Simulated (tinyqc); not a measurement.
Signal and retention of a DRAM cell: two steps of the calculation.

A stored one starts at Vd and leaks: Cs dV/dt = -I(V), I = a sqrt((V + Vb)/(Vd + Vb)) + b, with a = Ig exp[-(Eg1 q/kB)(1/T - 1/T0)] (generation in a depletion layer) and b = Is exp[-(Es q/kB)(1/T - 1/T0)]. The bit line is precharged to Vd/2, and charge sharing gives the signal (V - Vd/2) Cs/(Cs + Cb).

Parameters, values chosen for the exercise:
- Vd = 1 V (array voltage)
- Cs = 20 fF (cell capacitance)
- Cb = 44 fF (bit-line capacitance)
- dm = 46 mV (smallest signal that the sense amplifier resolves)
- Vb = 1.3 V (built-in plus back-bias voltage of the storage junction)
- Ig = 1 fA (junction leakage at V = Vd and T0)
- Is = 0.44 fA (voltage-independent leakage at T0)
- Es = 0.27 eV (activation energy of Is)
- T0 = 358 K (reference temperature)
- T = 358 K (temperature)
- Eg1 = 0.59 eV (activation energy of Ig)

Constants: q = 1.602176634e-19 C, kB = 1.380649e-23 J/K. Results are converted to the units shown.

Question 1. Signal and margin. The cell fails below Vc = Vd/2 + dm (Cs + Cb)/Cs.

Find: transfer ratio; signal of a fresh one; Vc; charge that may be lost; the same in electrons.

Answer 1.

transfer ratio = 0.31250
signal of a fresh one = 156.25 mV
Vc = 0.64720 V
charge that may be lost = 7.0560 fC
the same in electrons = 44040

Question 2. Retention time. With s = sqrt((Vc + Vb)/(Vd + Vb)), the time from Vd to Vc is t = [2 Cs (Vd + Vb)/a] [1 - s - (b/a) ln((a + b)/(a s + b))].

Vc = 0.6472 V

Give: a; b; retention time; estimate with the current held at a + b.

Answer 2.

a = 1.000 fA
b = 0.4400 fA
retention time = 5.039 s
estimate with the current held at a + b = 4.900 s

Range of the model: Real arrays also hold a tail of unusually leaky cells and cells whose retention varies in time, which this model lacks.

Program tinyqc, `OMP_NUM_THREADS=1 python tinyqc.py 2130129 2130130 out.jsonl`; Intel Xeon 2.30GHz, shared host, one thread, about 0.01 s.
